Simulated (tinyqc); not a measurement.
BCS gap equation with a constant attraction inside the Debye window: one step, computed by the program tinyqc.

Pairs attract with strength V for |xi| < k_B Theta; N(0) is the density of states for one spin. Energies are given as temperatures (E/k_B, in K) unless marked.

Question. Critical temperature. Gap equation: 1/(N(0)V) = I(Delta, T) = int_0^Theta tanh(E/2T)/E d xi, E = sqrt(xi^2 + Delta^2); 64 Gauss-Legendre points in y with xi = max(Delta, T) sinh(y). T_c solves I(0, T_c) = 1/(N(0)V); the weak-coupling form is T_c = (2 e^C/pi) Theta exp(-1/(N(0)V)) with Euler's C = 0.5772157, and 2 Delta_0/T_c then tends to 2 pi e^-C = 3.528.

Inputs (values chosen for the exercise, modelled on lead): coupling N(0)V = 0.367; Debye temperature Theta = 95.7 K.

Solver: secant.

Delta_0 = 12.60227 K

Give: T_c; weak-coupling T_c; 2 Delta_0/T_c.

Answer.

T_c = 7.114 K

weak-coupling T_c = 7.114 K

2 Delta_0/T_c = 3.543

T_c/Theta = 0.0743; the ratio lies +0.43 % from 3.528. Within this model the ratio cannot pass 4; larger values in real metals come from retardation, which it leaves out. Caution: at this coupling retardation and damping of the phonon exchange (Eliashberg theory) matter.
